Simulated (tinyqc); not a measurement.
From decay length back to impurity potential U: Koster-Slater impurity in a tight-binding band, by Green functions and by supercells. Computed by tinyqc, a small Python program. Command: `OMP_NUM_THREADS=1 python tinyqc.py 3011670 3011671 out.jsonl kosterslater inv`. One thread of a shared host (Intel(R) Xeon(R) Processor @ 2.30GHz), about 0.03 s of CPU time with the checks.

One orbital per site, e(k) = -2 t sum cos(k_i) over 1 direction(s), band from -2 t to 2 t, lattice constant 1. One site has the extra energy U. Spin is left out.

Inputs (values chosen for the exercise, for a model band): hopping t = 1.5 eV.

Lattice: chain.

Method:
- Outside the band G0(E) = sign(E)/sqrt(E^2 - 4 t^2).
- A bound state solves 1/U = G0(E).
- Bisection in ln(distance from the edge) between 1e-5 t and |U| + t. Weight on the impurity site: -1/(U^2 dG0/dE), by a central difference with step min(1e-4 t, distance/30). Decay length along an axis: 1/arccosh(1 + distance/(2 t)).

Problem. A run gave the result below. Find the impurity potential U, known to lie between -1.4 and -0.94 eV.

decay length = 2.788636 sites

Solution.

Each step takes the trial c = (a f_b - b f_a)/(f_b - f_a), f being the result less the target; c replaces end b, the old b replaces a if the sign of f changed, and otherwise f_a is halved.

Scan of the range:
```
impurity potential U (eV)  decay length (sites)
-1.40                                   2.21631
-1.32                                   2.34240
-1.25                                   2.46630
-1.17                                   2.62650
-1.09                                   2.81073
-1.02                                   2.99609
-0.94                                   3.24233
```

False position (Illinois rule) inside the bracket:
```
step     end a     end b     trial  decay length (sites)
1     -1.17000  -1.09000  -1.09959               2.78719
2     -1.09000  -1.09959  -1.09900               2.78862
3     -1.09000  -1.09900  -1.09900               2.78865
4     -1.09900  -1.09900  -1.09900               2.78864
```

Decay length rises at every point of a 13-point scan of the range (every second point is shown), so one value fits; it is bracketed by -1.17 and -1.09. Answer: impurity potential U = -1.099 eV.
